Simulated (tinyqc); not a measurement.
What moves the results: strain-driven crossing of the Gamma and L valleys in a germanium-like crystal alloyed with tin. A value that a table varies takes the place of the one given here.

Biaxial loads: e0 is the in-plane strain e_par and the normal is free. (001): e_perp = -2 (C12/C11) e_par; exx = eyy = e_par, ezz = e_perp, no shear. (111): e_perp = -(2 C11 + 4 C12 - 4 C44)/(C11 + 2 C12 + 4 C44) e_par; exx = eyy = ezz = (2 e_par + e_perp)/3 and exy = eyz = ezx = (e_perp - e_par)/3. (110): e_perp = -(C11 + 3 C12 - 2 C44)/(C11 + C12 + 2 C44) e_par; exx = eyy = (e_par + e_perp)/2, ezz = e_par, exy = (e_perp - e_par)/2, eyz = ezx = 0. Uniaxial loads: a stress along n, scaled so that n.e.n = e0, with exx = s11 sxx + s12 (syy + szz), exy = s44 sxy/2, s11 = (C11 + C12)/((C11 - C12)(C11 + 2 C12)), s12 = -C12/((C11 - C12)(C11 + 2 C12)), s44 = 1/C44.

Edges from the unstrained valence top: Gamma at Eg + ac tr(e); an L valley with unit axis u at EgL + aL tr(e) + XuL (u.e.u - tr(e)/3), u along [111], [1-1-1], [-11-1], [-1-11]; valence edges are the levels of the 6 x 6 matrix of X, Y, Z times spin with -Dso/3 + l exx + m (eyy + ezz) on the diagonal (cyclic), n exy off it, l = av + 2 b, m = av - b, n = sqrt(3) d. Spin-orbit term (Dso/3) L.sigma on X, Y, Z with (L_k)_ij = -i epsilon_kij: <X+|H|Y+> = -i Dso/3, <X+|H|Z-> = Dso/3, <Y+|H|Z-> = -i Dso/3, <Z+|H|X-> = -Dso/3, <Z+|H|Y-> = i Dso/3, <X-|H|Y-> = i Dso/3, and their conjugates; + and - are the spin along z.

With tin the unstrained gaps become E(y) = (1 - y) E + y EgS - CS y (1 - y); all other values are kept.
Constants: kB = 8.617333262e-05 eV/K.

Values chosen for the exercise (near those of Ge, gaps at low temperature; not measured data):
```
symbol  value            unit  meaning
Eg      0.887            eV    gap at Gamma to the s-like level
EgL     0.73             eV    gap to L
Dso     0.288            eV    spin-orbit splitting
ac      -8.09            eV    conduction deformation potential
av      1.25             eV    valence hydrostatic potential
b       -2.6             eV    tetragonal shear potential
d       -5.26            eV    trigonal shear potential
aL      -1.72            eV    hydrostatic potential of the L edge, Xd + Xu/3
XuL     15.65            eV    uniaxial potential, L
y       0.076                  tin fraction
EgS     (-0.377, 0.052)  eV    Gamma and L gaps of the tin end
CS      (2.55, 0.77)     eV    bowing of the Gamma and L gaps
C11     127.3            GPa
C12     47.5             GPa
C44     67.2             GPa
load    biaxial (110)          kind of strain
mG      0.0434           m0    mass at Gamma
mL      0.564            m0    density-of-states mass of the four L valleys together
T       200              K     temperature
e0      0.0096                 size of the strain
```

## Sweep of a biaxial (110) strain

The valence splitting is the distance of the top two edges. Share in Gamma = mG^(3/2)/(mG^(3/2) + (mL^(3/2)/4) sum_i exp(-(E_Li - E_Gamma)/kT)).

Results:
```
e0 (%)  direct gap (eV)  indirect gap (eV)  Gamma - L (meV)  valence splitting (meV)  share in Gamma (%)
-0.72             0.686              0.573              113                       54             0.00601
-0.27             0.640              0.605               35                       22               0.521
0.17              0.580              0.596              -17                       15                8.39
0.62              0.491              0.519              -28                       57                17.5
1.06              0.401              0.439              -38                      101                28.5
1.51              0.306              0.356              -50                      149                43.0
1.95              0.212              0.272              -60                      197                58.5
2.40              0.114              0.185              -71                      248                72.8
```

Gamma drops below the lowest L valley between e0 = -0.27 and 0.17 %. This load splits the L valleys, and the lowest set changes where e0 changes sign, which bends the column Gamma - L. The direct gap goes from 0.686 to 0.114 eV; of that change -0.117 eV comes from the rise of the valence top through the shear terms and the rest from the volume. The share in Gamma goes from 0.00601 to 72.8 %.

## What each parameter does

Direct gap, Gamma minus the lowest L edge and the valence splitting. Each row changes one parameter from the base and keeps the others.

Results:
```
case              direct gap (eV)  Gamma - L (meV)  valence splitting (meV)
base                       0.4217            -36.0                     90.5
XuL = 17.9975 eV           0.4217            -25.2                     90.5
Dso = 0.2448 eV            0.4203            -36.0                     91.8
y = 0.0874                 0.3830            -59.7                     90.5
b = -2.99 eV               0.4198            -36.0                     93.8
ac = -9.3035 eV            0.4035            -54.2                     90.5
aL = -1.978 eV             0.4217            -32.2                     90.5
av = 1.4375 eV             0.4189            -36.0                     90.5
```

The largest shifts from the base row, up to three for each result and ties (the steps differ in size, so this ranks the rows, not the parameters). direct gap (eV): y -0.0387, ac -0.0182, av -0.0028; unchanged at the printed digits by XuL and aL. Gamma - L (meV): y -23.7, ac -18.2, XuL +10.8; unchanged at the printed digits by Dso, b and av. valence splitting (meV): b +3.3, Dso +1.3; unchanged at the printed digits by XuL, y, ac, aL and av.

Computed by tinyqc, a small Python program: `OMP_NUM_THREADS=1 python tinyqc.py 1080788 1080789 out.jsonl` (the numbers bound the seed that draws the inputs); one thread of a shared host (Intel(R) Xeon(R) Processor @ 2.30GHz), about 0.01 s for the whole set of steps.
